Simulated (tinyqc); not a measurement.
Interband optics of a two-band s-p chain from momentum matrix elements, step by step. Values are carried at full precision from step to step, so a last printed digit may differ when a step is redone from the rounded ones.

H(k) = [[Es - 2 ts cos ka, 2i V sin ka], [-2i V sin ka, Ep_ + 2 tp cos ka]] in the basis s, p; the lower band is full, with two electrons a cell. The velocity operator times hbar is W = dH/dk (eV angstrom); intra-atomic dipoles are left out.

Constants: hbar^2/2m0 = 3.80998211 eV angstrom^2; e^2/(4 pi eps0) = 14.39964547 eV angstrom.

Values chosen for the exercise: a = 3.29 angstrom (period); Es = 2.79 eV (upper orbital (s)); Ep_ = -2.48 eV (lower orbital (p)); ts = 0.25 eV (s-s hopping); tp = 0.56 eV (p-p hopping); V = 1.7 eV (s-p hopping); k = 0.12 2 pi/a (wave vector); N = 12 (k points); Ar = 6.5 angstrom^2 (cross-section per chain); eta = 0.15 eV (Lorentzian half width); E = 6.98 eV (photon energy).

## Hamiltonian and velocity at one k

Form H and W = dH/dk.

H (eV):
```
          s        p
s    2.4255  2.3275i
p  -2.3275i  -1.6636
```

W (eV angstrom):
```
          s        p
s    1.1261  8.1542i
p  -8.1542i  -2.5224
```

## Matrix element between the bands

Diagonalise H, transform W, and form w = |W_cv|^2, the Kane-type energy w/c and the oscillator strength f = w/(c D), c = hbar^2/2m0, D = Ec - Ev.

Ev, Ec (eV): -2.7170  3.4789

weights:
```
        v       c
s  0.1700  0.8300
p  0.8300  0.1700
```

slopes dEv/dk, dEc/dk (eV angstrom): -8.028  6.632

w = 16.088 eV^2 angstrom^2
w/c = 4.223 eV
f = 0.682

## Transitions on the mesh

At each k_j = (j + 1/2)/N (2 pi/a) up to the zone edge give D = Ec - Ev, w = |<c|W|v>|^2 and f = w/(c D), c = hbar^2/2m0; the other half of the zone repeats the values.

Transitions:
```
k (2 pi/a)   D (eV)  w (eV^2 angstrom^2)       f
0.04167     4.10195              89.5643  5.7309
0.12500     6.33493              13.8347  0.5732
0.20833     8.16529               0.1230  0.0040
0.29167     8.68968              14.7548  0.4457
0.37500     8.01741              55.6434  1.8216
0.45833     7.05776             113.1140  4.2066
```

D runs from 4.102 to 8.690 eV on the mesh; f is largest at k = 0.0417.

## Dielectric function from the table

With w(k) = |<c|W|v>|^2 and D(k) = Ec - Ev, on the mesh k_j = (j + 1/2)/N (2 pi/a): eps(E) = 1 + (8 pi e2/(a Ar)) mean_j (w/D^2) [1/(D - E - i eta) + 1/(D + E + i eta)], e2 = e^2/(4 pi eps0); light polarised along the chains, no local fields.

Take the mean over the rows. Also eps(0) at eta = 0, and the effective electrons per cell n_eff = 2 mean(f).

eps(E) = 16.526+34.595i
eps(0) = 11.179
n_eff = 4.261

On a mesh of 2000 points the values are 3.136+27.763i, 11.854 and 4.323. n_eff need not equal the 2 electrons of the cell: a two-orbital basis with chosen hoppings does not obey the sum rule of free electrons. E lies within, or within 2 eta of, the range of transitions of the band (3.65 to 8.70 eV); their spacing on this mesh (up to 2.23 eV) exceeds eta, so eps(E) depends on where the few mesh points fall.

## Checks

- Curvature of the lower band against <v|d2H/dk2|v> - 2 w/D (eV angstrom^2): both 7.070.
- Zone mean of 2 w/D against the zone mean of <v|d2H/dk2|v>, the f-sum rule of a full band (eV angstrom^2): both 16.470.

Computed by tinyqc, a small Python program: `OMP_NUM_THREADS=1 python tinyqc.py 1651097 1651098 out.jsonl` (the numbers bound the seed that draws the inputs); one thread of a shared host (Intel(R) Xeon(R) Processor @ 2.30GHz), about 0.01 s for the whole set of steps.
